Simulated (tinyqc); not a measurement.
Growth mode over temperature: epitaxial growth on a vicinal surface: Burton-Cabrera-Frank step flow, step-edge barrier and island nucleation. Computed by tinyqc, a small Python program. Command: `OMP_NUM_THREADS=1 python tinyqc.py 3000223 3000224 out.jsonl stepflow walk`. One thread of a shared host (Intel(R) Xeon(R) Processor @ 2.30GHz), about 0.04 s of CPU time with the checks.

Adatoms land at rate F, hop on a square grid (a simplification for hexagonal faces), desorb, or join steps. Lengths are in units of a and n is the adatom coverage. Steps ascend at x = 0 and descend at x = l.

Inputs (values chosen for the exercise, close to those used for GaN(0001)):
```
quantity                                    value      unit
site spacing a                               3.19  angstrom
step height h                                2.59  angstrom
diffusion barrier E_d                        1.25        eV
desorption energy E_a                        2.87        eV
adatom formation energy E_f                  1.26        eV
step-edge barrier E_s                       0.061        eV
attempt frequency nu                            5       THz
deposition rate F                             4.5  layers/s
miscut angle                                  0.5   degrees
temperature T                                1000         C
critical nucleus size i                         2         -
binding energy of the critical nucleus E_i   0.76        eV
```

Constants: k_B = 8.617333262e-05 eV/K.

Method:
- D = nu exp(-E_d/(k_B T)) (a^2/s, nu counted per direction); tau = exp(E_a/(k_B T))/nu; x_s = sqrt(D tau); n_eq = exp(-E_f/(k_B T)); terrace width l = h/(a tan(miscut)); Schwoebel length l_s = exp(E_s/(k_B T)) - 1.
- D n'' - n/tau + F = 0 with n(0) = n_eq and -l_s n'(l) = n(l) - n_eq. With u = n - F tau, A = n_eq - F tau, y = l/x_s, s = l_s/x_s: u = A cosh(x/x_s) + B sinh(x/x_s), B = A (1 - cosh y - s sinh y)/(sinh y + s cosh y). Flux into the ascending step J+ = D B/x_s, over the descending one J- = -(D/x_s)(A sinh y + B cosh y); step velocity J+ + J-; growth rate (J+ + J-)/l. For small y: J+ + J- = (F - n_eq/tau) l, J-/J+ = l/(l + 2 l_s).
- Island density on a flat surface without desorption: N = 0.25 (F/D)^(i/(i+2)) exp(E_i/((i+2) k_B T)) per site, with E_i = 0 for i = 1; spacing l_n = N^(-1/2). Step flow needs an effective width l_eff = 2 x(peak) below l_n.
- Temperatures in kelvin are T(C) + 273.15.
- x(peak) solves tanh(x/x_s) = -B/A. Rows where evaporation outweighs deposition are left out.

Scales:
```
T (C)  x_s (a)  l_s (a)  incorporated share  l_n (a)  l_eff/l_n
800     6367.4  0.93407             0.99998   25.047     3.7514
850     4311.4  0.87810             0.99996   30.475     3.0814
900     3017.9  0.82832             0.99992   36.465     2.5739
950     2175.0  0.78377             0.99983   42.997     2.1819
1000    1608.4  0.74369             0.99966   50.047     1.8737
1050    1216.8  0.70744             0.99930   57.588     1.6277
1100     939.5  0.67450             0.99839   65.592     1.4286
1150     738.7  0.64444             0.99602   74.028     1.2654
1200     590.3  0.61691             0.98966   82.866     1.1301
```

What does the comparison show, and why?

The ratio stays above 1: islands in every row. Incorporation goes from 100.0 % to 99.0 %.

Extremes, crossings and ranges named in words are read from the listed rows.
